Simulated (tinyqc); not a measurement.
X-ray reflectivity of a thin film on silicon: critical angles, Parratt recursion, fringes and roughness: one step, computed by the program tinyqc.

n = 1 - delta + i beta; the classical electron radius is r_e = 2.8179403e-6 nm. Layer 0 is vacuum, 1 the film, 2 the substrate.

Task: Fringe period, contrast and decay. Far above the critical angle the period is d theta = lambda/(2 d), or 2 pi/d in q; the envelope runs between (|r_01| - |r_12 p|)^2 and (|r_01| + |r_12 p|)^2; contrast = 2 a b/(a^2 + b^2) with a = |r_01|, b = |r_12 p|; roughness factors on the amplitudes are about exp(-q^2 sigma^2/2).

Inputs (values chosen for the exercise, modelled on ruthenium on silicon, copper K-alpha radiation):

| quantity | value | unit |
|---|---|---|
| wavelength lambda | 0.15406 | nm |
| film thickness d | 11.1 | nm |
| roughness of the surface sigma_1 | 0.95 | nm |
| roughness of the interface sigma_2 | 0.64 | nm |

1000 r_01 = 11.15818-1.18813i

1000 r_12 = -17.92009+2.15952i

p = 0.5332018-0.6878999i

q = 4 pi sin(theta)/lambda = 1.750931 1/nm

Give: period in theta; period in q; contrast; roughness factor, surface; roughness factor, interface.

Result:

period in theta = 0.39761 degrees

period in q = 0.56605 1/nm

contrast = 0.94595

roughness factor, surface = 0.25072

roughness factor, interface = 0.53373
